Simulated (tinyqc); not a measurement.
Electron continuity equation in a given potential, Scharfetter-Gummel discretisation: one step of the calculation.

Steady state in one dimension: J = q mu n E + q D dn/dx with E = -dpsi/dx and D = mu Vt, dJ/dx = q (n/tau - G), fixed densities nL and nR at the ends. The potential is given, psi = U x/L, and is not changed by the electrons.

Question. Densities and current. B(d_i) and B(-d_i) are the Bernoulli factors of the potential steps, b and f the diagonal and right side. Solve B(-d_(i-1)) n_(i-1) + b_i n_i + B(d_i) n_(i+1) = f_i (end values already in f), then J_i = (q D/h) [n_(i+1) B(d_i) - n_i B(-d_i)], h = L/9, D = mu Vt.

Values chosen for this exercise; mobility that of a made-up semiconductor:
- T = 450 K (temperature)
- mu = 9890 cm^2/(V s) (electron mobility)
- L = 2.6 um (length of the region)
- nL = 3.4e12 cm^-3 (density at x = 0)
- nR = 2.9e11 cm^-3 (density at x = L)

Constants: q = 1.602176634e-19 C, kB = 1.380649e-23 J/K, Vt = kB T/q. Results are converted to the units shown.

| interval | B(d_i) | B(-d_i) |
|---|---|---|
| 0 | 0.92735117 | 1.0763474 |
| 1 | 0.92735117 | 1.0763474 |
| 2 | 0.92735117 | 1.0763474 |
| 3 | 0.92735117 | 1.0763474 |
| 4 | 0.92735117 | 1.0763474 |
| 5 | 0.92735117 | 1.0763474 |
| 6 | 0.92735117 | 1.0763474 |
| 7 | 0.92735117 | 1.0763474 |
| 8 | 0.92735117 | 1.0763474 |

| node | diagonal b | right side f (cm^-3) |
|---|---|---|
| 1 | -2.0873950 | -3.6595813e12 |
| 2 | -2.0873950 | 0 |
| 3 | -2.0873950 | 0 |
| 4 | -2.0873950 | 0 |
| 5 | -2.0873950 | 0 |
| 6 | -2.0873950 | 0 |
| 7 | -2.0873950 | 0 |
| 8 | -2.0873950 | -2.6893184e11 |

Wanted: n; J.

Answer.

| node | n (cm^-3) |
|---|---|
| 0 | 3.4000e12 |
| 1 | 2.7158e12 |
| 2 | 2.1669e12 |
| 3 | 1.7253e12 |
| 4 | 1.3684e12 |
| 5 | 1.0777e12 |
| 6 | 8.3759e11 |
| 7 | 6.3448e11 |
| 8 | 4.5600e11 |
| 9 | 2.9000e11 |

| interval | J (A/cm^2) |
|---|---|
| 0 | -2.4270 |
| 1 | -1.9435 |
| 2 | -1.5578 |
| 3 | -1.2506 |
| 4 | -1.0070 |
| 5 | -0.8152 |
| 6 | -0.6661 |
| 7 | -0.5531 |
| 8 | -0.4719 |

Numbers from tinyqc (`OMP_NUM_THREADS=1 python tinyqc.py 2220053 2220054 out.jsonl`; about 0.01 s on one thread of a shared Intel Xeon 2.30GHz).
